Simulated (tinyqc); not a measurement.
A particle near a wafer in liquid: double-layer and van der Waals forces (DLVO), deposition barrier and removal: one step, computed by the program tinyqc.

Sphere and flat wall, Derjaguin approximation, constant potentials in the linear-superposition form, no retardation and no hydration force.

Problem. Critical salt concentration. The barrier height is zero when U = 0 and F = 0 together: kappa h = 1 and kappa = 6 Z/(e A), e = 2.718282 here; c follows from kappa^2, with the potentials held fixed.

Inputs (values chosen for the exercise, of the order of those for silica on copper in water): Hamaker constant A = 3e-20 J; salt concentration c = 0.0004 mol/L; temperature T = 323 K.

Z = 15.61530 pN

kappa = 0.1338767 1/nm

Give: critical kappa; critical concentration.

Solution.

critical kappa = 1.1489 1/nm

critical concentration = 0.029459 mol/L
